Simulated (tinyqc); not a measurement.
## ESD clamp with bipolar snapback, compact model and design window: failure current against pulse length

The drain junction multiplies the current that enters it: Igen = (M - 1)(Ic + I0), M = 1/(1 - (Vj/BV)^n). The generated holes leave through the substrate resistance and the base of the parasitic npn: Igen = Vb/Rb + Ic/be, Ic = Is exp(Vb/Vt). Terminal current I = Ic + I0 + Igen and voltage V = Vj + I Ro, per width. Isothermal, constant gain.

Power to failure goes as 1/t for pulses shorter than ta = 7.5 ns (adiabatic) and as 1/sqrt(t) beyond: Pf = P100 sqrt(100 ns/t) for t > ta and Pf(ta) ta/t below, with P100 = Vt2 It2 at 100 ns. The failure current solves V I = Pf on the curve (I(Vb), V(Vb)). For given Vb: Ic, Igen, M = 1 + Igen/(Ic + I0), Vj = BV (1 - 1/M)^(1/n), I and V. Vt1 is the maximum of V along the curve, Vh the following minimum, Vt2 the voltage at I = It2.

Values chosen for this exercise; values close to those of grounded-gate n-channel clamps: temperature T = 300 K; junction breakdown voltage BV = 7.7 V; exponent of the multiplication n = 2.7; current gain of the parasitic npn be = 5.3; saturation current Is = 1.3e-17 A/um; junction leakage I0 = 4.9e-12 A/um; substrate resistance Rb = 60000 ohm um; drain ballast and contact resistance Ro = 220 ohm um; failure current for 100 ns It2 = 10.6 mA/um.

Constants: q = 1.602176634e-19 C, kB = 1.380649e-23 J/K, Vt = kB T/q. Results are converted to the units shown.

Failure current against pulse length:

| t (ns) | Pf (mW/um) | failure current (mA/um) | V at failure (V) | energy (nJ/um) |
|---|---|---|---|---|
| 1 | 1811 | 82.29 | 22.00 | 1.811 |
| 2 | 905.3 | 55.90 | 16.19 | 1.811 |
| 5 | 362.1 | 32.67 | 11.08 | 1.811 |
| 10 | 209.1 | 23.21 | 9.006 | 2.091 |
| 20 | 147.8 | 18.53 | 7.977 | 2.957 |
| 50 | 93.50 | 13.57 | 6.889 | 4.675 |
| 100 | 66.11 | 10.60 | 6.237 | 6.611 |
| 200 | 46.75 | 8.188 | 5.709 | 9.350 |
| 500 | 29.57 | 5.717 | 5.171 | 14.78 |

The failure current falls from 82.3 to 5.72 mA/um, as t^(-0.56) at the start and t^(-0.39) at the end, more slowly than the power since V rises with I. The voltage at failure falls from 22.0 to 5.17 V.

tinyqc, about 0.01 s, one thread, Intel Xeon 2.30GHz (shared host): `OMP_NUM_THREADS=1 python tinyqc.py 2670017 2670018 out.jsonl`
